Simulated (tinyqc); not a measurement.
What each parameter does: band gaps under pressure and temperature from deformation potentials.

Murnaghan: V/V0 = (1 + Bp P/B0)^(-1/Bp), B0 = (C11 + 2 C12)/3. Each gap moves by a ln(V/V0) with its volume potential a, and falls with temperature by aV T^2/(T + bV) (Varshni); the two effects are added. No change of phase is considered.

Inputs chosen for the exercise (near those of InAs, the X and L potentials typical of such crystals; not measured data):
- Eg = 0.417 eV (gap at Gamma to the s-like level at 0 K, 0 GPa)
- EgX = 1.453 eV (gap to X at 0 K, 0 GPa)
- EgL = 1.142 eV (gap to L at 0 K, 0 GPa)
- C11 = 82.9 GPa
- C12 = 45.5 GPa
- Bp = 4.2 (pressure derivative of the bulk modulus)
- aG = -6.14 eV (volume potential of the Gamma gap)
- aX = 1.93 eV (volume potential of the X gap)
- aL = -3.92 eV (volume potential of the L gap)
- aV = (0.275, 0.276, 0.281) meV/K (Varshni alpha of Gamma, X, L)
- bV = (99, 86, 89) K (Varshni beta of Gamma, X, L)
- P = 4.7 GPa (pressure)
- T = 300 K (temperature)

Gaps at P and T.

One parameter was then changed.

Results before and after:
```
case     Gamma (eV)  X (eV)  L (eV)
base         0.7834  1.2540  1.3505
changed      0.7834  1.2540  1.3232
```

Which of these changes was made? (a) aL = -3.528 eV; (b) T = 350 K; (c) C11 = 91.19 GPa; (d) C12 = 40.95 GPa; (e) aX = 2.123 eV; (f) Bp = 3.78; (g) P = 5.17 GPa; (h) aG = -6.754 eV.

Answer: (a) aL = -3.528 eV. Of the candidates, run in turn, only this one gives the changed row.

All candidates:
```
case             Gamma (eV)  X (eV)  L (eV)
base                 0.7834  1.2540  1.3505
T = 350 K            0.7704  1.2408  1.3371
C11 = 91.19 GPa      0.7664  1.2593  1.3397
C12 = 40.95 GPa      0.8038  1.2476  1.3635
Bp = 3.78            0.7892  1.2521  1.3542
aG = -6.754 eV       0.8263  1.2540  1.3505
aX = 2.123 eV        0.7834  1.2405  1.3505
aL = -3.528 eV       0.7834  1.2540  1.3232
P = 5.17 GPa         0.8201  1.2424  1.3739
```

Program tinyqc; command `OMP_NUM_THREADS=1 python tinyqc.py 1080899 1080900 out.jsonl`; about 0.01 s on one thread of a shared Intel(R) Xeon(R) Processor @ 2.30GHz.
